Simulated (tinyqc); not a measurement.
Deal-Grove kinetics of thermal oxidation of silicon: one step, computed by the program tinyqc.

Oxidant diffuses through the oxide and reacts at the interface, so that dx/dt = B/(A + 2x) for the oxide thickness x.

Question. Rate constants. B = B0 p exp(-E_B/(k_B T)), B/A = (B/A)0 p^m exp(-E_A/(k_B T)), p in atm; A = B/(B/A). Temperatures in kelvin are T(C) + 273.15.

Inputs (values chosen for the exercise, close to those used for silicon):

| quantity | value | unit |
|---|---|---|
| prefactor B0 | 746 | um^2/h |
| activation energy E_B | 1.24 | eV |
| prefactor (B/A)0 | 3.95e+06 | um/h |
| activation energy E_A | 1.99 | eV |
| temperature T | 850 | C |
| oxidant pressure p | 10 | atm |
| pressure exponent m of B/A | 0.78 | - |

Ambient: dry oxygen. Surface: (100).

Constants: k_B = 8.617333262e-05 eV/K.

Give: parabolic constant B; linear constant B/A; length A.

Answer.

parabolic constant B = 0.020353 um^2/h

linear constant B/A = 0.027997 um/h

length A = 0.72699 um

Reaction at the interface limits growth while x is well below A/2 = 0.363 um, diffusion once x is well above it.
